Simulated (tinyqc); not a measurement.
Depletion-mode phase shifter in a rib waveguide and its Mach-Zehnder modulator: effect of the junction offset towards the n side.

A lateral p-n junction at x0 in a waveguide whose mode intensity is a Gaussian of rms width s about x = 0; p side at smaller x. Reverse bias removes carriers and raises the index. Abrupt junction, doping uniform over the whole mode, lumped electrode (no travelling-wave effects).

Free-carrier changes (empirical, N and P in cm^-3): |dn| = 8.5e-18 P^0.8 for holes, 8.8e-22 N for electrons; absorption 6e-18 P and 8.5e-18 N in 1/cm. W = sqrt(2 eps0 eps_r (Vb + V)(1/Na + 1/Nd)/q); edges xp = x0 - W Nd/(Na + Nd), xn = x0 + W Na/(Na + Nd); F(x) = [1 + erf(x/(sqrt(2) s))]/2. dneff = G {dn_h [F(xp(0)) - F(xp(V))] + dn_e [F(xn(V)) - F(xn(0))]}; VpiL = lam V/(2 dneff); loss = a0 + 4.343 G {a_h F(xp) + a_e [1 - F(xn)]} dB/cm at V; C = eps0 eps_r hr/W + Cf; fRC = 1/(2 pi Rs C).

Values chosen for this exercise; values close to those of silicon near 1550 nm: wavelength lam = 1565 nm; relative permittivity of the semiconductor eps_r = 11.7; acceptor density Na = 4.7e17 cm^-3; donor density Nd = 7.8e17 cm^-3; built-in voltage Vb = 0.91 V; rms width of the lateral mode intensity s = 130 nm; vertical confinement times ng/n G = 0.85; rib height hr = 220 nm; fringe capacitance Cf = 28 pF/m; series resistance Rs = 4.1 ohm mm; reverse bias V = 3 V; passive loss a0 = 0.6 dB/cm.

Constants: q = 1.602176634e-19 C, eps0 = 8.8541878128e-14 F/cm where lengths are in cm. Results are converted to the units shown.

The same in every row: C (pF/m) = 201.57; fRC (GHz) = 192.58.

Effect of the junction offset towards the n side:
```
x0 (nm)	dneff	VpiL (V cm)	loss (dB/cm)	VpiL x loss (V dB)
-150	6.6208e-5	3.5456	20.091	71.237
-105	9.7226e-5	2.4145	17.675	42.675
-60	1.2877e-4	1.8231	15.066	27.466
-15	1.5368e-4	1.5275	12.659	19.336
30	1.6509e-4	1.4219	10.816	15.379
75	1.5940e-4	1.4727	9.7288	14.328
120	1.3811e-4	1.6998	9.3613	15.912
165	1.0722e-4	2.1895	9.5021	20.805
```

Read the table: what changes, and by how much?

As x0 goes from -150 to 165 nm, VpiL goes from 3.55 through a minimum of 1.42 (at x0 = 30 nm among the rows listed) to 2.19 V cm, the loss goes from 20.1 through a minimum of 9.36 (at x0 = 120 nm among the rows listed) to 9.50 dB/cm, their product goes from 71.2 through a minimum of 14.3 (at x0 = 75 nm among the rows listed) to 20.8 V dB and fRC stays at 193 GHz. In the row of smallest VpiL the p-side edge moves from -9.53 to -51.9 nm and the n-side edge from 53.8 to 79.4 nm, against s = 130 nm.

Program tinyqc, `OMP_NUM_THREADS=1 python tinyqc.py 2650015 2650016 out.jsonl`; Intel Xeon 2.30GHz, shared host, one thread, about 0.01 s.
